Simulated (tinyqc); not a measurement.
The 3-omega method: a line heater on a substrate with a thin film: one step, computed by the program tinyqc. Command: `OMP_NUM_THREADS=1 python tinyqc.py 3026326 3026327 out.jsonl threeomega walk`. One thread of a shared host (Intel(R) Xeon(R) Processor @ 2.30GHz), about 0.01 s of CPU time with the checks.

A current at angular frequency omega = 2 pi f heats the line at 2 omega with the amplitude P per length; the temperature swing Delta T at 2 omega gives a voltage at 3 omega. The substrate is taken as semi-infinite and isotropic, and the heat capacity of heater and film is left out.

Task: Conductivity from the slope. Delta T_s = (P/(pi kappa)) int_0^infinity (sin x/x)^2 / sqrt(x^2 + (q b)^2) dx with (q b)^2 = i |q b|^2, averaged over the heater width (12 Gauss-Legendre points on each of the pieces 0, 14 log-spaced edges from 1e-5 to 1, and multiples of pi to 40 pi; the tail adds 1/(4 (40 pi)^2)). Take the in-phase swing at f and at 2f; in the narrow-line limit kappa = P ln 2/(2 pi [Delta T(f) - Delta T(2f)]), whatever the film and the heater width.

Inputs (values chosen for the exercise, modelled on silica on gallium nitride):
```
quantity                      value           unit
substrate conductivity kappa    198        W/(m K)
substrate heat capacity C      2.94  1e6 J/(m^3 K)
heater half-width b              13     micrometre
power amplitude per length P    9.1            W/m
current frequency f             160             Hz
```

in-phase Delta T_s = 0.05219883 K

Give: in-phase Delta T_s at 2f; kappa from the slope; error of the slope method.

Result:

in-phase Delta T_s at 2f = 0.0471 K

kappa from the slope = 198 W/(m K)

error of the slope method = 0.190 %

Caution: the penetration depth exceeds a fifth of the substrate thickness, so the back face is felt and the semi-infinite formula fails.
